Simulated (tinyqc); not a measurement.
Inside a calculation. Method: lattice vibrations of a chain. One step of it, computed by the program tinyqc.

Task: Dynamical matrix at q = 0.24. q is in units of 2 pi/a. A spring k from atom i to atom j, n cells on, adds k to Phi_ii and Phi_jj, -k exp(2 pi i q n) to Phi_ij and the conjugate to Phi_ji (for one atom a cell: 2k (1 - cos 2 pi q n)); D_ij = Phi_ij / sqrt(m_i m_j).

A chain moving along its axis:
```
atom   mass (u)  spring to the next atom (eV/angstrom^2)
1     89.200000                                 3.800000
2     50.000000                                27.200000
3      5.500000                                 2.800000
```

Give: D(q).

Result:

D(q) (eV/(angstrom^2 u)), lower triangle (Hermitian):
```
                 1        2       3
1           0.0740
2          -0.0569   0.6200
3  -0.0079-0.1262i  -1.6402  5.4545
```
